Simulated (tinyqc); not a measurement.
Worked calculation: exchange-split free-electron bands and tunnelling magnetoresistance. Values are carried at full precision from step to step, so a last printed digit may differ when a step is redone from the rounded ones.

Majority and minority bands E = c k^2/m -/+ Dx/2, c = hbar^2/2m0, so k_up = sqrt(m (EF + Dx/2)/c), k_dn = sqrt(m (EF - Dx/2)/c); n_s = k_s^3/(6 pi^2), D_s = m k_s/(4 pi^2 c).

Constants: hbar^2/2m0 = 3.80998211 eV angstrom^2.

Parameters, chosen for this exercise:
```
symbol  value  unit      meaning
EF      4.67   eV        Fermi energy above the mean band bottom
Dx      2.31   eV        exchange splitting
m       1.35   m0        mass in the electrodes
mb      0.78   m0        mass in the barrier
phi     0.68   eV        barrier height above EF
d       16.9   angstrom  barrier thickness
```

## The two Fermi spheres

Give k_s, n_s, D_s, the moment per electron (n_up - n_dn)/n and three polarisations: of D, of D v and of D v^2 (v proportional to k).

k_up, k_dn (1/angstrom): 1.4367  1.1160

n_up, n_dn (1/angstrom^3): 0.05007  0.02347

D_up, D_dn (1/(eV angstrom^3)): 0.01289  0.01002

moment per electron = 0.3617 muB

polarisations: D 0.1256, D v 0.2473, D v^2 0.3617

The three numbers differ although they describe one band structure: each probe (density of states, ballistic current, diffusive current) weights the velocity differently.

## Transmissions

Barrier: kappa = sqrt(mb phi/c), c = hbar^2/2m0. With a = k1/m, b = k2/m, w = kappa/mb, the transmission at normal incidence is T(k1, k2) = 4 a b w^2/[w^2 (a + b)^2 + (w^2 + a^2)(w^2 + b^2) sinh^2(kappa d)]. Parallel: G_P = T(up, up) + T(dn, dn); antiparallel: G_AP = 2 T(up, dn); TMR = (G_P - G_AP)/G_AP. Julliere: TMR = 2 P^2/(1 - P^2). Slonczewski factor: P_eff = P_k (w^2 - a_up a_dn)/(w^2 + a_up a_dn), P_k = (k_up - k_dn)/(k_up + k_dn).

Evaluate kappa and the three T.

kappa = 0.3731 1/angstrom
kappa d = 6.306

T: up-up 7.460e-06, dn-dn 1.003e-05, up-dn 8.648e-06

The minority channel transmits more, by a factor 1.34; the common factor exp(-2 kappa d) is 3.33e-06.

## Magnetoresistance

From the T, and from the Julliere formula with P_k and with P_eff.

TMR from T = 1.09 %
P_k = 0.1256
P_eff = -0.0738
Julliere with P_k = 3.21 %
Julliere with P_eff = 1.09 %

The interface factor is -0.587: it reverses the sign of the tunnelling polarisation. The plain Julliere value lies 2.1 points above the result and the one with P_eff 0.00 points from it. Symmetry filtering in crystalline barriers, which gives far larger values, is outside this model.

## Checks

- TMR of a thick barrier against the Julliere formula with P_eff: both 0.01094.

Computed by tinyqc, a small Python program: `OMP_NUM_THREADS=1 python tinyqc.py 1652593 1652594 out.jsonl` (the numbers bound the seed that draws the inputs); one thread of a shared host (Intel(R) Xeon(R) Processor @ 2.30GHz), about 0.01 s for the whole set of steps.
